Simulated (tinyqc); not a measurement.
# Dopants and charged point defects at anneal temperature: Fermi-level effect, clustering and pairing, step by step

A worked calculation. Computed by tinyqc, a small Python program that keeps every step. Command: `OMP_NUM_THREADS=1 python tinyqc.py 3001754 3001755 out.jsonl pairing walk`. One thread of a shared host (Intel(R) Xeon(R) Processor @ 2.30GHz), about 0.03 s of CPU time with the checks. Intermediate numbers are printed to about 6 digits and carried at full precision; extremes and crossings named in words are read from the listed rows.

Boltzmann statistics and full ionisation of active dopants. Energies are counted from the valence band; the defect (a vacancy or self-interstitial) has five charge states, with all degeneracy factors one.

Inputs (values chosen for the exercise, with bands modelled on germanium):

| quantity | value | unit |
|---|---|---|
| gap at 0 K E_g0 | 0.73 | eV |
| Varshni alpha | 0.000462 | eV/K |
| Varshni beta | 230 | K |
| electron mass m_e | 0.221 | m_0 |
| valleys M_c | 4 | - |
| hole mass m_h | 0.352 | m_0 |
| anneal temperature T | 840 | K |
| total dopant density N | 4.1e+18 | cm^-3 |
| formation enthalpy of the neutral defect H_f | 2.7 | eV |
| formation entropy S_f | 7.1 | k_B |
| site density N_s | 4.9e+22 | cm^-3 |
| intrinsic dopant diffusivity D_i | 1.9e-14 | cm^2/s |
| anneal time t | 4000 | s |
| dopant atoms per cluster k | 2 | - |
| cluster binding energy E_b | 0.816 | eV |

Dopant: acceptor. Second part: clustering of the dopant.

defect levels as fractions of E_g(T): (2+/+), (+/0), (0/-), (-/2-): 0.17  0.076  0.5  0.63

Constants: m_0 = 9.1093837015e-31 kg; k_B = 1.380649e-23 J/K; h = 6.62607015e-34 J s; k_B = 8.617333262e-05 eV/K.

## The host at the anneal temperature

E_g = E_g0 - alpha T^2/(T + beta). N_c = 2 M_c (2 pi m_e k_B T/h^2)^(3/2) and N_v = 2 (2 pi m_h k_B T/h^2)^(3/2), masses in units of m_0. n_i = sqrt(N_c N_v) exp(-E_g/2 k_B T); E_i = E_g/2 + (k_B T/2) ln(N_v/N_c).

E_g = 0.425339 eV

k_B T = 0.0723856 eV

n_i = 1.83476e+18 cm^-3

E_i = 0.187766 eV

effective density of states N_b of the majority band = 2.45540e+19 cm^-3

## Active and clustered dopant

p = A/2 + sqrt(A^2/4 + n_i^2) for an active density A. k ionised dopants and k carriers form one neutral cluster: C = N_s (A/N_s)^k (p/N_b)^k exp(E_b/k_B T), N_b the effective density of states of the majority band, and N = A + k C (60 bisections in ln A between ln N - 90 and ln N).

active density A = 3.20644e+18 cm^-3

clusters C = 4.46782e+17 cm^-3

active share = 0.782058

22 % of the dopant is lost to clusters.

## Carrier density and Fermi level

chi = n/n_i (for acceptors n_i/p); E_F = E_i + k_B T ln chi; field enhancement h = 1 + A/sqrt(A^2 + 4 n_i^2).

p = 4.03974e+18 cm^-3

chi = 0.454177

E_F = 0.130634 eV

field enhancement h = 1.65799

The doping is 1.75 n_i: extrinsic conditions.

## Charged defects

C_0 = N_s exp(S_f/k_B) exp(-H_f/k_B T). Ratios to the neutral state at E_F = E_i: r_+ = exp((E(+/0) - E_i)/k_B T), r_2+ = r_+ exp((E(2+/+) - E_i)/k_B T), r_- = exp((E_i - E(0/-))/k_B T), r_2- = r_- exp((E_i - E(-/2-))/k_B T); at other E_F state q scales as chi^(-q). The enhancement is sum r_q chi^(-q)/sum r_q. The charge on the defects is left out of neutrality.

neutral defects C_0 = 3.75318e+09 cm^-3

Charge states:

| state | ratio r | intrinsic (cm^-3) | doped (cm^-3) |
|---|---|---|---|
| 2+ | 0.02370 | 8.89375e+07 | 4.31156e+08 |
| + | 0.11679 | 4.38331e+08 | 9.65110e+08 |
| 0 | 1.00000 | 3.75318e+09 | 3.75318e+09 |
| - | 0.70890 | 2.66062e+09 | 1.20839e+09 |
| 2- | 0.23411 | 8.78649e+08 | 1.81245e+08 |

all defects, doped = 6.53909e+09 cm^-3

enhancement over intrinsic = 0.836230

mean charge = 0.0392314 e

Doping leaves the neutral state alone and scales the total by 0.836; the most common state is 0 (in intrinsic material 0).

## Dopant diffusivity

If every charge state of the defect carries the dopant equally well, D = D_i x enhancement x h x (active share A/N, a rough stand-in that overstates the dA/dN which immobile clusters call for), D_i being an input held fixed when T or H_f is moved; diffusion length 2 sqrt(D t).

effective diffusivity D = 2.06016e-14 cm^2/s

D/D_i = 1.08430

diffusion length = 181.556 nm

## Against doping

chi = n/n_i; h = 1 + A/sqrt(A^2 + 4 n_i^2); the dopant diffusivity over its intrinsic value is D/D_i = enhancement x h x A/N, if every charge state carries the dopant equally well.

Trend at the anneal temperature:

| N (cm^-3) | active A (cm^-3) | chi | defect enhancement | mean charge | D/D_i |
|---|---|---|---|---|---|
| 5.50e+16 | 5.49442e+16 | 0.985139 | 0.99282 | -0.47637 | 1.00666 |
| 1.50e+17 | 1.49565e+17 | 0.960072 | 0.98092 | -0.45950 | 1.01790 |
| 4.20e+17 | 4.16108e+17 | 0.893013 | 0.95045 | -0.41219 | 1.04773 |
| 1.20e+18 | 1.15551e+18 | 0.733513 | 0.88755 | -0.28369 | 1.11134 |
| 3.20e+18 | 2.69314e+18 | 0.506498 | 0.83613 | -0.03665 | 1.12004 |
| 8.80e+18 | 4.90433e+18 | 0.332700 | 0.87684 | 0.26905 | 0.87994 |
| 2.40e+19 | 7.27122e+18 | 0.238035 | 1.00354 | 0.54131 | 0.57547 |
| 6.70e+19 | 1.00093e+19 | 0.177528 | 1.22053 | 0.79475 | 0.35354 |
| 1.80e+20 | 1.31789e+19 | 0.136621 | 1.54817 | 1.01945 | 0.22255 |

Well below n_i = 1.83e18 cm^-3 chi and the enhancement are near 1. At any doping d ln(enhancement)/d ln chi equals minus the mean charge, which goes from -0.48 to +1.02 over the rows. The defect density first falls, because doping removes the states with the sign of the ionised dopant before it feeds the opposite ones. Clustering bends A over: its exponent in N falls to 0.28, towards 1/(2k) = 0.250, and D/D_i peaks at N = 3.2e18 cm^-3.

## Activation against anneal temperature

The formulas are those given above.

Equilibrium activation:

| T (K) | n_i (cm^-3) | active A (cm^-3) | clusters C (cm^-3) | active share |
|---|---|---|---|---|
| 500 | 2.08895e+16 | 5.07712e+17 | 1.79614e+18 | 0.123832 |
| 590 | 1.06959e+17 | 1.12499e+18 | 1.48750e+18 | 0.274389 |
| 670 | 3.26104e+17 | 1.84501e+18 | 1.12749e+18 | 0.450004 |
| 760 | 8.86426e+17 | 2.66361e+18 | 7.18197e+17 | 0.649660 |
| 840 | 1.83476e+18 | 3.20644e+18 | 4.46782e+17 | 0.782058 |
| 920 | 3.39373e+18 | 3.51502e+18 | 2.92491e+17 | 0.857321 |
| 1010 | 6.11713e+18 | 3.67908e+18 | 2.10458e+17 | 0.897338 |

The active share goes from 0.124 at 500 K to 0.897 at 1010 K, so a layer activated by a hot, short anneal is metastable and deactivates in later, cooler steps if the dopant can move.

Checks made by the program: conservation of the dopant (relative difference below 1e-10); ratios against Boltzmann factors of formation energies at E_F (relative difference below 1e-10).
